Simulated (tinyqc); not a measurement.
Limits against temperature: thermal and gravitational stress in a wafer during furnace and rapid thermal processing, and the onset of slip. Computed by tinyqc, a small Python program. Command: `OMP_NUM_THREADS=1 python tinyqc.py 3015926 3015927 out.jsonl slip walk`. One thread of a shared host (Intel(R) Xeon(R) Processor @ 2.30GHz), about 0.01 s of CPU time with the checks.

A thin free disc in plane stress, isotropic; T(r) = T_centre + dT (r/R)^n with n = 2. Stress is positive in tension; sigma_SB = 5.670374419e-8 W/(m^2 K^4), g = 9.80665 m/s^2.

Inputs (values chosen for the exercise, for a model wafer): wafer radius R = 150 mm; thickness t = 775 micrometre; Young's modulus E = 140 GPa; expansion alpha = 4.48 1e-6/K; prefactor A of the critical stress = 0.00028 MPa; energy U of the critical stress = 1 eV; density rho = 2330 kg/m^3; heat capacity c = 941 J/(kg K); conductivity k = 25 W/(m K); wafer spacing s = 12 mm.

Constants: k_B = 8.617333262e-05 eV/K.

Method. Critical resolved stress tau_c = A exp(U/(k_B T)), a form chosen for the exercise; slip when 0.492799 |s_tt(R)| > tau_c; allowed |dT| = tau_c (n + 2)/(0.492799 n alpha E). In a stack heated from the rim, heat flows inward by conduction and by radiation between wafers: k_eff = k + (16/3) sigma_SB T^3 s^2/t (a diffusion estimate with the spacing as path length). A steady ramp gives the parabolic lag dT = rho c (ramp) R^2/(4 k_eff); the allowed ramp uses n = 2.

For the parabolic profile:
```
T (K)  tau_c (MPa)  allowed |dT| (K)  k_eff (W/(m K))  allowed ramp (K/min)
1050        17.658            114.26            90.05                50.057
1125         8.452             54.69           105.01                27.939
1200         4.436             28.70           122.10                17.050
1275         2.511             16.25           141.47                11.184
1350         1.515              9.80           163.25                 7.784
1425         0.963              6.23           187.60                 5.690
1500         0.641              4.15           214.65                 4.333
```

From 1050 to 1500 K the allowed difference falls 28 times and the allowed ramp 12 times; radiation, which grows as T^3, gives back a factor 2.38. Ramps must slow as the wafer gets hotter.
